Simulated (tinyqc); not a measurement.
Comparisons within one model: core-shell quantum dot (spherical envelope functions). A value that a table varies takes the place of the one given here.

Parabolic bands; strain and other valleys are left out. s states, u = r psi, hard wall at R + H, c = hbar^2/2m0, energies from the band edges of the core. Core: u = sin(k1 r)/k1, k1 = sqrt(m1 E/c). At R, psi and psi'/m are continuous, so u is continuous and its slope in the shell is s = u/R + (m2/m1)(u' - u/R). Shell: u(R + x) = u(R) cos(k2 x) + s sin(k2 x)/k2, k2 = sqrt(m2 (E - V)/c); for negative arguments the functions turn into sinh and cosh. A level has u(R + H) = 0.

Overlap = (integral of u_e u_h)^2 with normalised u. Coulomb integrals J_ab = (q/eps) double integral of u_a(r)^2 u_b(s)^2/max(r, s), q = e^2/(4 pi eps0), one eps everywhere. Exciton E = Eg + E_e + E_h - J_eh; first-order biexciton shift J_ee + J_hh - 2 J_eh (positive: repulsive).

Constants: hbar^2/2m0 = 3.80998211 eV angstrom^2; e^2/(4 pi eps0) = 14.39964547 eV angstrom; hc = 1239.841984 eV nm.

Values chosen for the exercise (near those of a Ge/Si core-shell dot; shifted at random, so the results belong to these values and not to a real crystal): R = 21 angstrom (core radius); Vc = -0.046 eV (conduction edge of the shell above that of the core); Vv = 0.564 eV (hole barrier of the shell); me1 = 0.119 m0 (electron, core); me2 = 0.254 m0 (electron, shell); mh1 = 0.197 m0 (hole, core); mh2 = 0.406 m0 (hole, shell); Eg = 0.691 eV (gap of the core); eps = 14 (dielectric constant); Hs = (3, 7, 13, 18, 31, 47, 53) angstrom (shell thicknesses); H = 7 angstrom (shell thickness).

## Growing the shell

All quantities anew for each H.

Results:

| H (angstrom) | E_e (eV) | E_h (eV) | electron in core | overlap | J_eh (meV) | E (eV) | biexciton shift (meV) |
|---|---|---|---|---|---|---|---|
| 3 | 0.4083 | 0.2700 | 0.962 | 0.998 | 69.5 | 1.300 | 0.1 |
| 7 | 0.2347 | 0.2181 | 0.823 | 0.969 | 60.7 | 1.083 | 0.8 |
| 13 | 0.1260 | 0.2072 | 0.609 | 0.855 | 53.9 | 0.970 | 3.4 |
| 18 | 0.0800 | 0.2063 | 0.464 | 0.724 | 49.4 | 0.928 | 6.5 |
| 31 | 0.0215 | 0.2062 | 0.229 | 0.418 | 39.9 | 0.879 | 15.1 |
| 47 | -0.0080 | 0.2062 | 0.106 | 0.210 | 31.8 | 0.857 | 23.9 |
| 53 | -0.0143 | 0.2062 | 0.082 | 0.166 | 29.5 | 0.853 | 26.5 |

The line moves by -446 meV: the electron gives -423, the hole -64 and the weaker attraction +40 meV. Over the last step E_e moves by -6.3 meV and E_h by 0.0 meV; the electron level lies above the shell edge Vc, so at this thickness it still spreads with the shell; whether a thicker shell brings it below Vc depends on whether the core binds a level at all. The overlap goes from 0.998 to 0.166, which scales the radiative lifetime by 6.0 if the rate is proportional to it. Up to H = 13 angstrom E_e exceeds 0.15 Eg, where a parabolic band overstates it.

## What each parameter does

All quantities anew. Each row changes one parameter from the base and keeps the others.

Results:

| case | E (eV) | overlap | electron in core | biexciton shift (meV) |
|---|---|---|---|---|
| base | 1.083 | 0.969 | 0.823 | 0.8 |
| R = 24 angstrom | 1.015 | 0.969 | 0.855 | 0.7 |
| H = 12 angstrom | 0.982 | 0.879 | 0.642 | 2.9 |
| Vc = 0.054 eV | 1.099 | 0.976 | 0.837 | 0.6 |
| Vv = 0.423 eV | 1.071 | 0.979 | 0.823 | 0.5 |
| me2 = 0.318 m0 | 1.043 | 0.954 | 0.803 | 1.2 |
| mh1 = 0.158 m0 | 1.102 | 0.983 | 0.823 | 0.4 |
| eps = 16.1 | 1.091 | 0.969 | 0.823 | 0.7 |

The largest shifts from the base row, up to three for each result and ties (the steps differ in size, so this ranks the rows, not the parameters). E (eV): H -0.101, R -0.068, me2 -0.040. overlap: H -0.090, me2 -0.015, mh1 +0.014; unchanged at the printed digits by R and eps. electron in core: H -0.181, R +0.031, me2 -0.021; unchanged at the printed digits by Vv, mh1 and eps. biexciton shift (meV): H +2.1, mh1 -0.4, me2 +0.4.

Program tinyqc; command `OMP_NUM_THREADS=1 python tinyqc.py 1251489 1251490 out.jsonl`; about 0.04 s on one thread of a shared Intel(R) Xeon(R) Processor @ 2.30GHz.
